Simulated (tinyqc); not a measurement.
MESFET, gradual channel with velocity saturation: one step of the calculation.

A uniformly doped n-type channel, depleted from the top by a Schottky gate; at channel potential V the depleted share of a is u = sqrt((Vbi - Vg + V)/Vp), s at the source. Electrons drift with v = mu E/(1 + mu E/vsat). Abrupt depletion edge, no series resistance, source at 0.

Problem. Current below saturation. u = sqrt((Vbi - Vg + Vd)/Vp). I = (G0 Vp/3) F/(1 + Z (u^2 - s^2)), F = 3 (u^2 - s^2) - 2 (u^3 - s^3), with u at V = Vd; Z = 0 gives constant mobility, for which u stops at 1.

Parameters, values chosen for the exercise:

| symbol | value | unit | meaning |
|---|---|---|---|
| Vg | 0 | V | gate voltage |
| Vd | 0.28 | V | drain voltage |

Vbi = 0.53838701 V
Vp = 1.1969927 V
G0 = 11.022334 mS
Z = 0.83789491
s = 0.67065865

Give: u; F; I for Z = 0; I.

Solution.

u = 0.82686
F = 0.17440
I for Z = 0 = 0.76701 mA
I = 0.64131 mA

The falling mobility lowers the current by 16.4 %.

Numbers from tinyqc (`OMP_NUM_THREADS=1 python tinyqc.py 2500118 2500119 out.jsonl`; about 0.06 s on one thread of a shared Intel Xeon 2.30GHz).
